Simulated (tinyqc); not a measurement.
Inside a calculation. Model: wide-gap-emitter heterojunction bipolar transistor, Gummel numbers and transit times.

Numbers from tinyqc (`OMP_NUM_THREADS=1 python tinyqc.py 2320166 2320167 out.jsonl`; about 0.01 s on one thread of a shared Intel Xeon 2.30GHz). Printed values are rounded.

One-dimensional n-p-n transistor in the forward active mode at low injection. In the base p(x) = NB exp(-eta x/wb) and ni(x)^2 = ni^2 exp((g0 + g1 x/wb)/Vt); electrons leave the base at vsat; band spikes at the emitter junction and recombination inside the emitter are ignored.

Parameters, values chosen for the exercise; band and dielectric values close to those of gallium arsenide:
- T = 400 K (temperature)
- Eg = 1.4 eV (band gap)
- eps_r = 13.2 (relative permittivity)
- Nc = 6.68e17 cm^-3 (conduction-band density of states at T)
- Nv = 1.38e19 cm^-3 (valence-band density of states at T)
- vsat = 7.98e6 cm/s (saturation velocity)
- wb = 100 nm (neutral base width)
- NB = 4.7e19 cm^-3 (base doping at the emitter edge)
- eta = 0 (doping falls as exp(-eta x/wb))
- g0 = 0 eV (gap reduction at the emitter edge of the base)
- g1 = 0.006 eV (further gap reduction across the base (linear))
- Dn = 35 cm^2/s (electron diffusion coefficient in the base)
- NE = 7e17 cm^-3 (emitter doping)
- gE = -0.27 eV (gap reduction in the emitter (negative: wider gap))
- we = 91 nm (neutral emitter width)
- Dp = 0.88 cm^2/s (hole diffusion coefficient in the emitter)
- Se = 8e5 cm/s (recombination velocity at the emitter contact)
- tb = 3e-11 s (electron lifetime in the base)
- NC = 3.4e17 cm^-3 (collector doping)
- VCB = 0.8 V (collector-base reverse bias)

Constants: q = 1.602176634e-19 C, kB = 1.380649e-23 J/K, Vt = kB T/q, eps0 = 8.8541878128e-14 F/cm where lengths are in cm. Results are converted to the units shown.

Range of the model: Heavy doping makes emitter or base degenerate; gE and g0 are to be read as apparent gap changes that include this.

## Base Gummel number and transit time

f(x) = p(x) ni^2/ni(x)^2; I(x) = integral from x to wb of f/Dn, plus f(wb)/vsat; base Gummel number GB = I(0); electron density per unit flux n/(J/q) = I/f; base transit time tauB = integral of I/f over the base. Trapezoid rule on 12 equal steps.

```
point    x (nm)    f (cm^-3)   I (s/cm^4)   I/f (s/cm)
0        0.0000       4.7e19  1.727379e13  3.675275e-7
1        8.3333  4.632316e19  1.616280e13  3.489141e-7
2       16.6667  4.565606e19  1.506781e13  3.300287e-7
3       25.0000  4.499857e19  1.398859e13  3.108674e-7
4       33.3333  4.435055e19  1.292491e13  2.914261e-7
5       41.6667  4.371186e19  1.187655e13  2.717008e-7
6       50.0000  4.308236e19  1.084328e13  2.516873e-7
7       58.3333  4.246194e19  9.824897e12  2.313813e-7
8       66.6667  4.185044e19  8.821179e12  2.107786e-7
9       75.0000  4.124776e19  7.831914e12  1.898749e-7
10      83.3333  4.065375e19  6.856896e12  1.686658e-7
11      91.6667  4.006830e19  5.895919e12  1.471467e-7
12     100.0000  3.949128e19  4.948782e12  1.253133e-7
```

GB = 1.727379e13 s/cm^4
tauB = 2.499077 ps

With 4000 steps GB = 1.727e13 s/cm^4 and tauB = 2.499 ps. A uniform base would give wb^2/(2 Dn) + wb/vsat = 2.68 ps; the built-in field, a drop of 0.174 Vt across the base, shortens the transit by a factor of 1.07.

## Gain, Early voltage and collector delay

ni = sqrt(Nc Nv) exp(-Eg/(2 Vt)), Eg in volts; GE = NE exp(-gE/Vt)(we/Dp + 1/Se); JC = J0 exp(VBE/Vt), J0 = q ni^2/GB; gain limited by back injection GE/GB, by base recombination tb/tauB, together 1/beta = the sum of the inverses; collector layer one-sided, Wc = sqrt(2 eps0 eps_r (Vbc + VCB)/(q NC)), Vbc = Vt ln(p(wb) NC/ni^2), Cjc = eps0 eps_r/Wc; Early voltage VA = GB q p(wb)/(f(wb) Cjc [1/Dn - (eta + g1/Vt)/(wb vsat)]), f(wb) = p(wb) exp(-(g0 + g1)/Vt), p(wb) = NB exp(-eta); tauC = Wc/(2 vsat).

ni = 4.599556e9 cm^-3
GE = 2.046755e16 s/cm^4
J0 = 1.962251e-13 A/cm^2
GE/GB = 1184.890
tb/tauB = 12.00443
beta = 11.88403
Wc = 97.57907 nm
Cjc = 1.197749 fF/um^2
VA = 1042.047 V
tauC = 0.6113977 ps

The gain is limited more by recombination in the base. beta VA = 12400 V.
